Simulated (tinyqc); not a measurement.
Grain-boundary trapping model (Seto) of a polycrystalline semiconductor film: one step, computed by the program tinyqc. Command: `OMP_NUM_THREADS=1 python tinyqc.py 3020760 3020761 out.jsonl poly walk`. One thread of a shared host (Intel(R) Xeon(R) Processor @ 2.30GHz), about 0.01 s of CPU time with the checks.

Grains of equal size L are joined by thin boundaries with one trap level. Trapped carriers deplete a width W on each side and raise a barrier, crossed by thermionic emission. Dopants are fully ionised, statistics are non-degenerate and mu_g does not depend on T.

Task: Activation energy. N_c(T) = N_c (T/300 K)^(3/2). Filled traps Q = Q_t/(1 + (1/2) exp((E_t* - E_F)/k_B T)), where E_t* = e V_B - E_t and E_F are counted from the band edge at the grain centre. Partial depletion: Q = 2 N W, V_B = e N W^2/(2 eps eps_0), E_F = k_B T ln(N/N_c); solve for W. If that W would exceed L/2 the grain is fully depleted: W = L/2, Q = N L, and E_F follows from the trap equation. Centre density n_0 = N_c exp(E_F/k_B T). Boundary: sigma_b = L e^2 n_0 exp(-e V_B/k_B T)/sqrt(2 pi m k_B T); drift through the grain, depleted parts included: rho_g = [(1 - 2W/L) + (2W/L) int_0^1 exp(y^2 s^2) ds]/(e n_0 mu_g); rho = 1/sigma_b + rho_g. Mean carrier density n_av = n_0 [(1 - 2W/L) + (2W/L) (sqrt(pi)/2) erf(y)/y], y = sqrt(e V_B/k_B T); effective mobility 1/(e n_av rho). E_a = d ln(rho)/d(1/k_B T) from T - 5 K and T + 5 K; temperature coefficient d ln(rho)/dT.

Inputs (values chosen for the exercise, modelled on polycrystalline silicon):
```
quantity                                     value        unit
permittivity eps                              11.7           -
effective mass m                              0.43         m_0
effective density of states at 300 K, N_c    2e+19      1/cm^3
grain size L                                   370          nm
trap density Q_t                           5.1e+12      1/cm^2
trap level E_t below the band edge            0.34          eV
doping N                                     1e+18      1/cm^3
mobility inside the grains mu_g                110  cm^2/(V s)
temperature T                                  200           K
```

Grain interior: resistance included.

Constants: k_B = 8.617333262e-05 eV/K; e = 1.602176634e-19 C; eps_0 = 8.8541878128e-12 F/m; m_0 = 9.1093837015e-31 kg; k_B = 1.380649e-23 J/K.

Give: activation energy E_a; temperature coefficient.

Result:

activation energy E_a = 0.3470 eV

temperature coefficient = -10.07 %/K
